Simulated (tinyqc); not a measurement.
# Thermophotovoltaic cell, detailed-balance limit: what changes with what

Every photon above the gap Eg makes one pair and none below is absorbed; carriers thermalise at T and move without loss. Jsc = q F Phi(Eg, Ts); the dark current is J0 = q ge Phi(Eg, T)/ERE with the Boltzmann factor exp(V/Vt). Photons below the gap return to the emitter with reflectance Rf, and the efficiency is the electrical power over the radiant power not returned (luminescence back to the emitter is not credited).

Parameters, values chosen for the exercise:
- T = 320 K (cell temperature)
- Ts = 1200 K (emitter temperature)
- F = 0.57 (share of the hemisphere filled by the emitter)
- Rf = 0.99 (reflectance for photons below the gap)
- ERE = 0.01 (external radiative efficiency)
- ge = 1 (number of faces that emit)
- Eg = 1.23 eV (band gap)

Constants: q = 1.602176634e-19 C, kB = 1.380649e-23 J/K, h = 6.62607015e-34 J s, c = 299792458 m/s, Vt = kB T/q. Results are converted to the units shown.

Each table varies one quantity; the others keep the values above.

## Effect of the share of the hemisphere filled by the emitter

Photon flux above E from a black body at temperature T into a hemisphere: Phi(E, T) = A sum_k exp(-k E/th)[E^2 th/k + 2 E th^2/k^2 + 2 th^3/k^3], k = 1, 2, ..., with th = kB T/q in eV and A = 2 pi q^3/(h^3 c^2). J(V) = Jsc - J0 (exp(V/Vt) - 1); Voc = Vt ln(1 + Jsc/J0); at maximum power v = Vmp/Vt solves (1 + v) exp(v) = 1 + Jsc/J0. Pin = F sigma Ts^4, sigma = 2 pi^5 kB^4/(15 h^3 c^2). Power above the gap: Pg = F A q sum_k exp(-k Eg/th)[Eg^3 a + 3 Eg^2 a^2 + 6 Eg a^3 + 6 a^4], a = th/k at Ts; power not returned Pab = Pin - Rf (Pin - Pg). FF = Vmp Jmp/(Voc Jsc).

Effect of the share of the hemisphere filled by the emitter:
```
F     Jsc (mA/cm^2)  Voc (V)  Eg/q - Voc (V)       FF  efficiency (%)
0.1          1.9995  0.75134         0.47866  0.84659          8.8130
0.25         4.9988  0.77661         0.45339  0.85030          9.1493
0.4          7.9981  0.78957         0.44043  0.85213          9.3220
0.55         10.997  0.79835         0.43165  0.85334          9.4391
0.7          13.997  0.80500         0.42500  0.85425          9.5278
0.85         16.996  0.81036         0.41964  0.85496          9.5992
1            19.995  0.81484         0.41516  0.85556          9.6590
```

As F goes from 0.1 to 1, Jsc rises from 2.00 to 20.0 mA/cm^2, Voc rises from 0.751 to 0.815 V and the efficiency rises from 8.81 to 9.66 %.

## Effect of the band gap

Same model as above.

FF = Vmp Jmp/(Voc Jsc).

Results:
```
Eg (eV)  Jsc (mA/cm^2)  Voc (V)  Eg/q - Voc (V)       FF  efficiency (%)
0.4             5193.8  0.19757         0.20243  0.62564          22.104
0.55            2005.1  0.30477         0.24523  0.71253          30.298
0.7             703.71  0.41319         0.28681  0.76510          34.368
0.85            231.15  0.52216         0.32784  0.80036          33.217
1.15            21.847  0.74090         0.40910  0.84499          14.469
1.3             6.4121  0.85049         0.44951  0.86011          6.1691
1.45            1.8399  0.96016         0.48984  0.87233          2.2054
1.6            0.51829   1.0699         0.53010  0.88243         0.72063
```

Estimate the missing row, Eg = 1 eV.

Computed row:
```
Eg (eV)  Jsc (mA/cm^2)  Voc (V)  Eg/q - Voc (V)       FF  efficiency (%)
1               72.362  0.63144         0.36856  0.82576          25.567
```

With this row back in the table: As Eg goes from 0.4 to 1.6 eV, Jsc falls from 5190 to 0.518 mA/cm^2, Voc rises from 0.198 to 1.07 V and the efficiency goes from 22.1 through a maximum of 34.4 (at Eg = 0.7 eV among the rows listed) to 0.721 %. A wider gap raises the voltage and loses photons, hence the maximum.

Computed by the program tinyqc: `OMP_NUM_THREADS=1 python tinyqc.py 2820001 2820002 out.jsonl`, one thread of a shared Intel Xeon 2.30GHz, about 0.01 s for the whole run.
